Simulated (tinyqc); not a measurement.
# Changing the junction depth x_j

Model: lateral field, substrate current, probability of reaching the oxide barrier and hot-carrier lifetime of a silicon transistor (pseudo-two-dimensional and lucky-electron models). Computed by tinyqc, a small Python program. Command: `OMP_NUM_THREADS=1 python tinyqc.py 3000530 3000531 out.jsonl hotcar sweep`. One thread of a shared host (Intel(R) Xeon(R) Processor @ 2.30GHz), about 0.01 s of CPU time with the checks.

Local-field models: a lucky carrier gains its energy at the peak field over a path free of collisions. Voltages are magnitudes.

Inputs (values chosen for the exercise, modelled on a silicon n-channel): channel length L = 570 nm; oxide thickness t = 9.9 nm; mobility mu = 290 cm^2/(V s); saturation velocity v_s = 0.79 1e7 cm/s; threshold voltage V_T = 0.55 V; gate voltage V_G = 2.7 V; drain voltage V_D = 5.3 V; ionisation prefactor A_i = 1.9e+06 1/cm; ionisation field B_i = 1.73 MV/cm; hot-carrier mean free path lambda = 7.9 nm; oxide barrier phi_b = 3.1 eV; interface-trap threshold phi_it = 3.7 eV; lifetime constant H = 100 s microampere/micrometre; length of the depleted extension L_n = 51 nm.

Drain: lightly doped extension.

Constants: eps_0 = 8.8541878128e-12 F/m.

Method:
- C_ox = 3.9 eps_0/t; F_sat = 2 v_s/mu; V_Dsat = V_ov F_sat L/(V_ov + F_sat L), V_ov = V_G - V_T; I_D/W = C_ox v_s (V_ov - V_Dsat).
- Scale length l = 0.22 t^(1/3) x_j^(1/2) (all in cm); F_m = sqrt(((V_D - V_Dsat)/l_e)^2 + F_sat^2), with l_e = l + L_n; length of the velocity-saturated region l_e ln((V_D - V_Dsat)/(l_e F_sat) + F_m/F_sat).
- Substrate current I_sub/I_D = (A_i/B_i)(V_D - V_Dsat) exp(-B_i/F_m); probability of reaching the oxide barrier exp(-phi_b/(e lambda F_m)); lifetime tau = (H/(I_D/W)) exp(phi_it/(e lambda F_m)).

One run for each value; columns: (1) junction depth x_j (nm); (2) peak field F_m (kV/cm); (3) substrate current I_sub/W (microampere/micrometre); (4) lifetime tau (s); (5) scale length l (nm):
```
(1)    (2)    (3)        (4)    (5)
50   406.5  15.21  4.161e+04   49.0
71   372.3  10.28  1.201e+05   58.4
100  339.3   6.54  4.084e+05   69.3
150  301.4   3.45  2.310e+06   84.9
210  271.5   1.83  1.278e+07  100.5
290  244.5   0.91  8.622e+07  118.1
420  215.7   0.35  1.113e+09  142.1
600  190.4   0.12  1.982e+10  169.8
```

Over the rows, peak field F_m (kV/cm) falls from 407 to 190 (exponent d ln y / d ln x -0.25 between the first rows and -0.35 between the last); substrate current I_sub/W (microampere/micrometre) falls from 15.2 to 0.122 (exponent d ln y / d ln x -1.1 between the first rows and -3.0 between the last); lifetime tau (s) rises from 41600 to 1.98e10 (exponent d ln y / d ln x 3.0 between the first rows and 8.1 between the last).

Caution (all rows): the empirical formula for l was fitted to oxides of about 15 nm or more; for thinner ones it is an extrapolation. Caution (rows 210, 290, 420, 600): the saturated region fills most of the channel, so the split into two regions is rough.

Extremes, crossings and ranges named in words are read from the listed rows.
